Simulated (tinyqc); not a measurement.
Two-step dopant diffusion (predeposition and drive-in) with a constant diffusivity. From dose Q back to predeposition temperature T1. Computed by tinyqc, a small Python program. Command: `OMP_NUM_THREADS=1 python tinyqc.py 3024697 3024698 out.jsonl dopdiff inv`. One thread of a shared host (Intel(R) Xeon(R) Processor @ 2.30GHz), about 0.03 s of CPU time with the checks.

Fick diffusion into a half space x > 0 whose background doping C_B is of the opposite type, so that a junction lies where C = C_B.

Inputs (values chosen for the exercise, modelled on antimony in silicon):
```
quantity,value,unit
prefactor D0,3.74,cm^2/s
activation energy E,3.88,eV
surface concentration C_s,2e+19,1/cm^3
background doping C_B,6e+14,1/cm^3
predeposition time t1,15,min
drive-in temperature T2,1150,C
```

Constants: k_B = 8.617333262e-05 eV/K.

Method:
- D = D0 exp(-E/(k_B T)).
- Temperatures in kelvin are T(C) + 273.15.
- Times in seconds are 60 times the minutes.
- C = C_s erfc(x/(2 sqrt(D1 t1))); dose Q = 2 C_s sqrt(D1 t1/pi); the junction solves erfc(z) = C_B/C_s with x_j = 2 z sqrt(D1 t1).

Task: A run gave the result below. Find the predeposition temperature T1, known to lie between 810 and 1100 C.

dose Q = 2.420569e+12 1/cm^2

Result:

Each step takes the trial c = (a f_b - b f_a)/(f_b - f_a), f being the result less the target and a, b, c the logarithms of the listed values; c replaces end b, the old b replaces a if the sign of f changed, and otherwise f_a is halved.

Scan of the range:
```
predeposition temperature T1 (C),dose Q (1/cm^2)
810,1.23150e+12
852,2.67537e+12
897,5.77508e+12
944,1.21396e+13
993,2.48356e+13
1050,5.34231e+13
1100,9.92643e+13
```

False position (Illinois rule, in the logarithm of the input) inside the bracket:
```
step,end a,end b,trial,dose Q (1/cm^2)
1,810.000,852.000,844.433,2.33641e+12
2,852.000,844.433,846.306,2.41647e+12
3,852.000,846.306,846.483,2.42416e+12
4,846.306,846.483,846.400,2.42057e+12
5,846.483,846.400,846.400,2.42057e+12
```

Dose Q rises at every point of a 13-point scan of the range (every second point is shown), so one value fits; it is bracketed by 810 and 852. Answer: predeposition temperature T1 = 846.4 C.
